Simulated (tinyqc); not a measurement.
From results back to parameters: coherent potential approximation for a binary alloy with a semi-elliptic band. Four cases, with inputs chosen for the exercise.

Problem. With levels eA = -x d and eB = (1 - x) d on a semi-elliptic band of half width W, the alloy density has second moment W^2/4 + x (1 - x) d^2 and third moment x (1 - x)(1 - 2x) d^3 about its centre (exact, and kept by the CPA). The moments below come from hidden x and d > 0.

Case 1.

Values chosen: W = 4.1 eV (half width of the pure band).
second moment = 11.011793 eV^2
third moment = 8.014538 eV^3

Case 2.

Values chosen: W = 1.7 eV (half width of the pure band).
second moment = 1.342606 eV^2
third moment = 0.078381 eV^3

Case 3.

Values chosen: W = 2.6 eV (half width of the pure band).
second moment = 2.007182 eV^2
third moment = 0.028673 eV^3

Case 4.

Values chosen: W = 3.6 eV (half width of the pure band).
second moment = 3.764244 eV^2
third moment = 0.331322 eV^3

Find: d; x.

Solution. v = m2 - W^2/4 = x (1 - x) d^2 and u = m3/v = (1 - 2x) d; then d^2 = u^2 + 4v and x = (1 - u/d)/2.

Case 1.

d = 5.35 eV
x = 0.39

Case 2.

d = 1.58 eV
x = 0.46

Case 3.

d = 1.13 eV
x = 0.46

Case 4.

d = 1.58 eV
x = 0.30

Computed by tinyqc, one run a case: `OMP_NUM_THREADS=1 python tinyqc.py N N+1 out.jsonl` with N = 1482093, 1482166, 1482177, 1482286; one thread of a shared Intel(R) Xeon(R) Processor @ 2.30GHz, about 0.01 s a run at most.
